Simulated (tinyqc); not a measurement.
Inside a calculation. Model: electron continuity equation in a given potential, Scharfetter-Gummel discretisation.

tinyqc, about 0.01 s, one thread, Intel Xeon 2.30GHz (shared host): `OMP_NUM_THREADS=1 python tinyqc.py 2220103 2220104 out.jsonl` Printed values are rounded.

Steady state in one dimension: J = q mu n E + q D dn/dx with E = -dpsi/dx and D = mu Vt, dJ/dx = q (n/tau - G), fixed densities nL and nR at the ends. The potential is given, psi = U x/L - Ub exp(-((x/L - xb)/sb)^2), and is not changed by the electrons.

Inputs (values chosen for the exercise); mobility close to that of indium phosphide at room temperature:
```
symbol,value,unit,meaning
T,250,K,temperature
mu,4950,cm^2/(V s),electron mobility
L,19,um,length of the region
nL,1.3e13,cm^-3,density at x = 0
nR,0,cm^-3,density at x = L
tau,2.5e-9,s,lifetime
G,0,cm^-3 s^-1,uniform generation rate
U,0.28,V,potential difference psi(L) - psi(0)
Ub,0.22,V,depth of the dip in psi (a barrier for electrons)
xb,0.47,,position of the barrier over L
sb,0.12,,width of the barrier over L
```

Constants: q = 1.602176634e-19 C, kB = 1.380649e-23 J/K, Vt = kB T/q. Results are converted to the units shown.

## Potential on the mesh

8 equal intervals, h = L/8; psi = U x/L - Ub exp(-((x/L - xb)/sb)^2).

psi, node 0 to 8 (V): [0.000000, 0.034943, 0.062367, -0.012553, -0.066671, 0.133519, 0.209050, 0.244998, 0.280000]

## Bernoulli factors

d_i = (psi_(i+1) - psi_i)/Vt; B(d) = d/(exp(d) - 1), B(0) = 1. The flux on interval i is J_i = (q D/h) [n_(i+1) B(d_i) - n_i B(-d_i)].

d_i, interval 0 to 7: [1.62201, 1.27294, -3.47764, -2.51204, 9.29245, 3.50596, 1.66864, 1.62475]
B(d_i), interval 0 to 7: [0.399190, 0.495051, 3.58845, 2.73375, 8.56073e-4, 0.108498, 0.387611, 0.398502]
B(-d_i), interval 0 to 7: [2.02120, 1.76799, 0.110812, 0.221715, 9.29330, 3.61446, 2.05625, 2.02325]

The largest |d_i| is 9.29, above 2, where central differences lose the sign pattern that keeps densities positive.

## Tridiagonal system for the inner nodes

Row i (1 to 7): B(-d_(i-1)) n_(i-1) + b_i n_i + B(d_i) n_(i+1) = f_i with b_i = -B(-d_i) - B(d_(i-1)) - h^2/(D tau) and f_i = -G h^2/D; the known end values are moved to the right: f_1 loses B(-d_0) nL and f_7 loses B(d_7) nR. h = L/8, D = mu Vt.

diagonal b, node 1 to 7: [-2.37876, -0.817440, -4.02175, -12.2386, -3.82689, -2.37632, -2.62244]
right side f, node 1 to 7 (cm^-3): [-2.62756e13, 0, 0, 0, 0, 0, 0]

## Densities and current

B(d) = d/(exp(d) - 1) with d_i = (psi_(i+1) - psi_i)/Vt; b and f are the diagonal and right side of the balance equations. Solve B(-d_(i-1)) n_(i-1) + b_i n_i + B(d_i) n_(i+1) = f_i (end values already in f), then J_i = (q D/h) [n_(i+1) B(d_i) - n_i B(-d_i)], h = L/8, D = mu Vt.

n, node 0 to 8 (cm^-3): [1.3e13, 2.26783e13, 5.58945e13, 1.55928e12, 2.82530e10, 7.21792e10, 1.25887e11, 9.87079e10, 0]
J, interval 0 to 7 (A/cm^2): [-1.23898, -0.89380, -0.04305, -0.01931, -0.01888, -0.01779, -0.01587, -0.01437]

Against a mesh 200 times finer the densities are off by at most 340 % of their local values.
